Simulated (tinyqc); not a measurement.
Which face: thin-body film or fin with hard walls, valleys of the Si type.

Six ellipsoidal valleys with their long axes along the cube axes, mass ml along the axis and mt across it. For a valley whose axis makes the angle theta with the surface normal, 1/m_z = cos^2(theta)/ml + sin^2(theta)/mt sets the confinement; in the plane the masses are m_1 = mt and m_2 = ml mt/m_z, and m_d = sqrt(m_1 m_2).

A film of thickness t between hard walls, flat band inside: E_n = c (n pi/t)^2/m_z above the bulk edge, c = hbar^2/2m0. Without degeneracy the sheet density is N2 exp((EF - Ec)/kB T) with N2 = sum_i g m_d/(2 pi c) kB T exp(-E_i/kB T) over n = 1 to 40 of each group; a classical film has t Nc with Nc = 2 g_all (m_dos kB T/(4 pi c))^(3/2), m_dos = (ml mt^2)^(1/3). The threshold shift is dVt = kB T ln(t Nc/N2).

Constants: hbar^2/2m0 = 3.80998211 eV angstrom^2; kB = 8.617333262e-05 eV/K.

Parameters, chosen for this exercise (near those of Si; shifted at random, so the results belong to these values and not to a real crystal): ml = 0.908 m0 (longitudinal mass); mt = 0.188 m0 (transverse mass); T = 300 K (temperature); t = 40 angstrom (body thickness); g_all = 6 (number of valleys).

The same thickness on four faces; m_1 and m_2 are the in-plane masses of the lowest group.

Results:

| face | valleys of lowest | m_z | E1 (eV) | share (%) | dVt (mV) | m_1 | m_2 |
|---|---|---|---|---|---|---|---|
| (100) | 2 | 0.9080 | 0.0259 | 91.7 | 47.6 | 0.188 | 0.188 |
| (110) | 4 | 0.3115 | 0.0754 | 91.4 | 66.6 | 0.188 | 0.548 |
| (111) | 6 | 0.2555 | 0.0920 | 100.0 | 72.4 | 0.188 | 0.668 |
| (211) | 2 | 0.3988 | 0.0589 | 71.5 | 64.9 | 0.188 | 0.428 |

The threshold shift is smallest on (100) (47.6 mV) and largest on (111) (72.4 mV). The lowest E1 belongs to (100), the same face: the heavy m_z outweighs the smaller number of valleys. Since m_z m_1 m_2 = ml mt^2 on every face, a heavy confinement mass comes with light masses in the plane.

Program tinyqc; command `OMP_NUM_THREADS=1 python tinyqc.py 1252191 1252192 out.jsonl`; about 0.01 s on one thread of a shared Intel(R) Xeon(R) Processor @ 2.30GHz.
